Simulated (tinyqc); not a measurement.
# Frequency dispersion of an accumulation capacitance by border traps, distributed model: effect of the insulator thickness

Traps spread evenly through the insulator exchange electrons with the semiconductor by tunnelling, with tau(x) = t0 exp(2 ka x) at depth x from the interface. The admittance per area Y seen at depth x obeys dY/dx = -Y^2/(i w eps0 eox) + q Nb ln(1 + i w tau)/tau, with Y(0) = i w Cs and w = 2 pi f; the gate sees Y(tox) = G + i w C. Working variable y = Y/(i w), in uF/cm^2. Cox = eps0 eox/tox.

Cox; trap-free value 1/(1/Cox + 1/Cs); response depth d = ln(1/(w t0))/(2 ka), where w tau = 1; lumped estimate: all traps within d act as C_bt = q Nb d placed at d/2, so C = 1/{1/[1/(1/Cs + d/(2 eps0 eox)) + C_bt] + (tox - d/2)/(eps0 eox)}. C and G from a fine integration; dispersion -d C/d log10 f over C, from f times and over 1.1. For a broad spread of time constants G/w is close to -(pi/2) dC/d ln w.

Parameters, values chosen for the exercise; permittivity close to that of aluminium oxide: relative permittivity of the insulator eox = 8.54; semiconductor capacitance in accumulation Cs = 2 uF/cm^2; density of border traps Nb = 6.1e19 cm^-3 eV^-1; decay constant of the wave function in the insulator ka = 6.4 1/nm; time constant of a trap at the interface t0 = 2e-9 s; frequency f = 10000 Hz.

Constants: q = 1.602176634e-19 C, eps0 = 8.8541878128e-14 F/cm where lengths are in cm. Results are converted to the units shown.

The same in every row: d (nm) = 0.7017.

Effect of the insulator thickness:

| tox (nm) | C (uF/cm^2) | G/w (uF/cm^2) | dispersion (% a decade) | -(pi/2) dC/d ln w (uF/cm^2) | lumped C (uF/cm^2) | trap-free C (uF/cm^2) |
|---|---|---|---|---|---|---|
| 2 | 1.671 | 0.06423 | 5.623 | 0.06412 | 1.625 | 1.308 |
| 2.8 | 1.420 | 0.04638 | 4.780 | 0.04632 | 1.386 | 1.149 |
| 3.9 | 1.177 | 0.03185 | 3.962 | 0.03182 | 1.154 | 0.9845 |
| 5.4 | 0.9546 | 0.02093 | 3.212 | 0.02091 | 0.9388 | 0.8236 |
| 7.5 | 0.7546 | 0.01308 | 2.539 | 0.01307 | 0.7446 | 0.6703 |
| 10 | 0.6040 | 0.008377 | 2.032 | 0.008370 | 0.5975 | 0.5487 |
| 14 | 0.4577 | 0.004811 | 1.540 | 0.004807 | 0.4540 | 0.4253 |
| 20 | 0.3358 | 0.002589 | 1.129 | 0.002587 | 0.3338 | 0.3180 |

What does the table show?

As tox goes from 2 to 20, C falls from 1.67 to 0.336 uF/cm^2, the dispersion falls from 5.62 to 1.13 % a decade and G/w falls from 0.0642 to 0.00259 uF/cm^2. The lumped estimate is 2.8 % below C in the first row and 0.60 % below it in the last.

Numbers from tinyqc (`OMP_NUM_THREADS=1 python tinyqc.py 2202218 2202219 out.jsonl`; about 0.6 s on one thread of a shared Intel Xeon 2.30GHz).
